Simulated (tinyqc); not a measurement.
## Junction parameters from two forward currents

Problem. D(v) = J1 (exp(v/Vt) - 1) + J2 (exp(v/(2 Vt)) - 1). Find J1, J2 and the voltage 2 Vt ln(J2/J1) near which both parts are equal.

Inputs (values chosen for the exercise): temperature T = 330 K.

Constants: q = 1.602176634e-19 C, kB = 1.380649e-23 J/K, Vt = kB T/q. Results are converted to the units shown.

junction voltages (V): [0.31, 0.6]
currents (uA/um): [5.3674967e-7, 0.0032724163]

Answer. The current is linear in J1 and J2, so two points give two equations.

J1 = 2.200e-12 uA/um
J2 = 1.800e-9 uA/um
crossover = 0.3815 V

tinyqc, about 0.2 s, one thread, Intel Xeon 2.30GHz (shared host): `OMP_NUM_THREADS=1 python tinyqc.py 2182252 2182253 out.jsonl`
